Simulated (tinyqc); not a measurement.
## Resistive crossbar, vector-matrix product with wire resistance: effect of the wire resistance

2 rows and 3 columns. Cell (i, j) joins row node wij to column node bij. Each row is driven at its left end through one wire segment rw; neighbouring nodes along a row or a column are joined by rw; each column ends below the last row in one more rw and a virtual ground, where its current is read. Ideal output: I_j = sum_i V_i G_ij.

The nodal equations (Kirchhoff current law at every node) are solved for each rw; errors are I_j/ideal - 1.

Values chosen for this exercise: input voltages of the rows V = [0.36, 0.35] V.

cell conductances G (uS):
```
       column 1  column 2  column 3
row 1        32       4.3       6.9
row 2        35        44        22
```

Effect of the wire resistance:
```
rw (ohm)  error, column 1 (%)  error, column 2 (%)  error, column 3 (%)
1                    -0.01555             -0.02054             -0.01884
2                    -0.03109             -0.04106             -0.03767
5                    -0.07768              -0.1026             -0.09413
10                    -0.1552              -0.2050              -0.1881
20                    -0.3100              -0.4091              -0.3754
50                    -0.7711               -1.017              -0.9330
100                    -1.530               -2.013               -1.848
200                    -3.010               -3.947               -3.626
500                    -7.183               -9.319               -8.578
```

What does the table show?

The error of the last column goes from -0.0188 % at rw = 1 ohm to -8.58 % at 500 ohm, as rw^(1.00) at the start and rw^(0.94) at the end. At 500 ohm the worst column is number 2.

tinyqc, about 0.02 s, one thread, Intel Xeon 2.30GHz (shared host): `OMP_NUM_THREADS=1 python tinyqc.py 2880058 2880059 out.jsonl`
